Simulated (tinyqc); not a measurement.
Implant damage, amorphisation by cascade overlap, and solid-phase epitaxial regrowth: one step, computed by the program tinyqc.

Range and width of the damage are inputs. Dynamic annealing enters only through the surviving share f.

Problem. The amorphous layer. Displaced share x(z) = f nu Q exp(-(z - R_d)^2/(2 s_d^2))/(sqrt(2 pi) s_d N); the layer is amorphous where x > x_c, between R_d -/+ s_d sqrt(2 ln(x_max/x_c)), the upper edge being cut at the surface. Threshold dose Q_c = Q x_c/x_max.

Inputs (values chosen for the exercise, modelled on fluorine ions in silicon): atomic density N = 49.9 1/nm^3; depth of the damage peak R_d = 24 nm; width of the damage profile s_d = 15 nm; share of defects that survive f = 0.39; critical displaced share x_c = 0.13; dose Q = 2.9e+15 1/cm^2.

displacements per ion nu = 292.5095

Give: peak displaced share x_max; threshold dose Q_c; upper edge; lower edge.

Solution.

peak displaced share x_max = 1.763

threshold dose Q_c = 2.138e+14 1/cm^2

upper edge = 0 nm

lower edge = 58.25 nm

The layer reaches the surface. Caution: x above 1 counts atoms displaced more than once.
